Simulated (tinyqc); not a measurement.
What moves the results: optical transitions of a finite quantum well. A value that a table varies takes the place of the one given here.

Each carrier sees a square well of width L with its own depth V and masses m (inside), mb (outside); c = hbar^2/2m0, k = sqrt(m E/c), kappa = sqrt(mb (V - E)/c), and level n solves k L + 2 atan[(k/m)/(kappa/mb)] = n pi. The envelope is cos(kz) for odd n and sin(kz) for even n inside, joins exp(-kappa (|z| - L/2)) outside, and is normalised to 1. Excitons and band mixing are left out.

Constants: hbar^2/2m0 = 3.80998211 eV angstrom^2; e^2/(4 pi eps0) = 14.39964547 eV angstrom; hc = 1239.841984 eV nm.

Inputs chosen for the exercise (near those of a GaAs well in AlGaAs; shifted at random, so the results belong to these values and not to a real crystal):

| symbol | value | unit | meaning |
|---|---|---|---|
| L | 96 | angstrom | well width |
| Vc | 0.34 | eV | conduction offset |
| me | 0.068 | m0 | electron, well |
| meb | 0.1019 | m0 | electron, barrier |
| eps | 11.9 |  | background dielectric constant |
| Nss | (0.038, 0.095, 0.19, 0.38, 0.57, 0.76, 1.1) | x 1e12/cm^2 | sheet densities |
| Eg | 1.547 | eV | gap of the well |
| Vv | 0.19 | eV | valence offset |
| mh | 0.336 | m0 | heavy hole along z, well |
| mhb | 0.416 | m0 | heavy hole, barrier |
| ml | 0.0859 | m0 | light hole along z, well |
| mlb | 0.1137 | m0 | light hole, barrier |
| Ls | (27, 35, 45, 56, 73, 101, 141) | angstrom | widths |

## Depolarisation shift

The collective line lies at E12 sqrt(1 + a), a = 8 pi q (n1 - n2) S/(eps E12), q = e^2/(4 pi eps0), S = integral over z of (integral up to z of psi_1 psi_2)^2. Zero temperature with the mass me in both subbands: n1 - n2 = Ns until Ns reaches D E12, D = me/(2 pi c), and D E12 beyond. 1e12/cm^2 = 1e-4/angstrom^2; exchange and the static band bending by the charge are left out.

Line position:

| Ns (1e12/cm^2) | n1 - n2 | a | line (meV) | shift (meV) |
|---|---|---|---|---|
| 0.038 | 0.038 | 0.0082 | 101.66 | 0.41 |
| 0.095 | 0.095 | 0.0204 | 102.27 | 1.03 |
| 0.19 | 0.190 | 0.0408 | 103.29 | 2.05 |
| 0.38 | 0.380 | 0.0817 | 105.30 | 4.05 |
| 0.57 | 0.570 | 0.1225 | 107.27 | 6.02 |
| 0.76 | 0.760 | 0.1633 | 109.20 | 7.96 |
| 1.1 | 1.100 | 0.2364 | 112.58 | 11.33 |

S = 7.155 angstrom
E12 = 101.24 meV

What can be read from the table?

The upward shift grows from 0.41 to 11.33 meV, 11.2 % of E12 at most. For small a the shift is a E12/2, linear in Ns; in the last row that rule gives 11.97 meV. S/L = 0.0745, against 5/(9 pi^2) = 0.0563 for hard walls.

## Width of the well

Edge wavelength hc/(Eg + e1 + hh1), squared e1-hh1 overlap, lh1 - hh1, and the 1-2 intersubband energy with f_12 = (m1/c) E12 z_12^2, 1/m1 = <1|1/m|1> (dash: e2 unbound).

Results:

| L (angstrom) | edge (nm) | overlap^2 | lh1 - hh1 (meV) | E12 (meV) | f_12 |
|---|---|---|---|---|---|
| 27 | 703.9 | 0.9511 | 49.9 | - | - |
| 35 | 724.4 | 0.9625 | 44.7 | - | - |
| 45 | 742.5 | 0.9714 | 37.7 | 234.3 | 0.736 |
| 56 | 756.0 | 0.9778 | 31.0 | 201.0 | 0.966 |
| 73 | 769.4 | 0.9839 | 23.4 | 148.1 | 0.981 |
| 101 | 781.5 | 0.9896 | 15.5 | 93.9 | 0.972 |
| 141 | 789.7 | 0.9936 | 9.6 | 55.7 | 0.966 |

What can be read from the table?

The edge tunes from 704 to 790 nm, towards hc/Eg = 801 nm, while the overlap goes from 0.951 to 0.994. e2 binds at L = pi sqrt(c/(me Vc)) = 40.3 angstrom; f_12 starts from zero there and is 0.736 at 45 angstrom, the rest going to the continuum; among the widths listed it peaks at 0.981 (73 angstrom) and is 0.966 in the widest well, against 0.961 for hard walls.

## What each parameter does

Edge wavelength hc/(Eg + e1 + hh1), squared overlap of e1 and hh1, and the confinement energies. Each row changes one parameter from the base and keeps the others.

Results:

| case | edge (nm) | overlap^2 | e1 (meV) | hh1 (meV) |
|---|---|---|---|---|
| base | 779.9 | 0.9888 | 34.0 | 8.7 |
| L = 86 angstrom | 776.1 | 0.9870 | 40.1 | 10.5 |
| Eg = 1.578 eV | 765.0 | 0.9888 | 34.0 | 8.7 |
| Vc = 0.289 eV | 780.6 | 0.9844 | 32.7 | 8.7 |
| Vv = 0.228 eV | 779.8 | 0.9858 | 34.0 | 9.0 |
| me = 0.0748 m0 | 780.7 | 0.9916 | 32.3 | 8.7 |
| mh = 0.286 m0 | 779.4 | 0.9924 | 34.0 | 9.7 |
| meb = 0.1223 m0 | 780.6 | 0.9874 | 32.7 | 8.7 |

What does this show?

The largest shifts from the base row, up to three for each result and ties (the steps differ in size, so this ranks the rows, not the parameters). edge (nm): Eg -14.9, L -3.8, me +0.8. overlap^2: Vc -0.0044, mh +0.0035, Vv -0.0031; unchanged at the printed digits by Eg. e1 (meV): L +6.0, me -1.7, meb -1.4, Vc -1.4; unchanged at the printed digits by Eg, Vv and mh. hh1 (meV): L +1.8, mh +1.0, Vv +0.2; unchanged at the printed digits by Eg, Vc, me and meb.

Computed by tinyqc, a small Python program: `OMP_NUM_THREADS=1 python tinyqc.py 1250647 1250648 out.jsonl` (the numbers bound the seed that draws the inputs); one thread of a shared host (Intel(R) Xeon(R) Processor @ 2.30GHz), about 0.07 s for the whole set of steps.
